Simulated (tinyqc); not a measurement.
Programming of a floating-gate cell by Fowler-Nordheim tunnelling: one step of the calculation.

Per tunnel area the floating gate has Ctun = 3.9 eps0/tox to the channel (0 V) and Ccg to the control gate, Ct = Ctun/(1 - ag), no other coupling. With the threshold shift U = -Q/Ccg the field is F = ag (Vg - U)/tox, and dU/dt = J/Ccg. Fowler-Nordheim: J = A F^2 exp(-B/F), A = q^2/(16 pi^2 hbar mo phi) (times 1e14 for A/cm^2 with F in V/nm, emitter mass m0), B = (4/3) sqrt(mo/C) phi^1.5, C = hbar^2/(2 m0).

Problem. Constants of the cell. A, B, Ccg = ag Ct, the starting field and current, K = A B ag/(Ccg tox), and the knee time t0 = exp(B/F(0))/K.

Values chosen for this exercise; oxide values close to those of silicon dioxide:
```
symbol,value,unit,meaning
phi,3.12,eV,tunnel barrier
mo,0.41,m0,tunnelling mass
tox,6.2,nm,tunnel oxide thickness
ag,0.59,,coupling ratio Ccg/Ct
ar,2600,nm^2,tunnel area
Vt0,-1.2,V,threshold shift at the start
Vg,10.4,V,control-gate voltage
```

Constants: q = 1.602176634e-19 C, hbar = 1.054571817e-34 J s, m0 = 9.1093837015e-31 kg, eps0 = 8.8541878128e-14 F/cm where lengths are in cm, hbar^2/(2 m0) = 0.0380998212 eV nm^2. Results are converted to the units shown.

Find: A; B; Ccg; F(0); J(0); K; t0; electrons for 1 V of shift.

Solution.

A = 1.2050e8 A cm^-2 (V/nm)^-2
B = 24.105 V/nm
Ccg = 0.80147 uF/cm^2
F(0) = 1.1039 V/nm
J(0) = 0.048234 A/cm^2
K = 3.4487e14 1/s
t0 = 8.8269 us
electrons for 1 V of shift = 130.06

Range of the model: Programming fields of 10 MV/cm and more wear the oxide; trapping and the channel potential are ignored.

Computed by the program tinyqc: `OMP_NUM_THREADS=1 python tinyqc.py 2130001 2130002 out.jsonl`, one thread of a shared Intel Xeon 2.30GHz, about 0.01 s for the whole run.
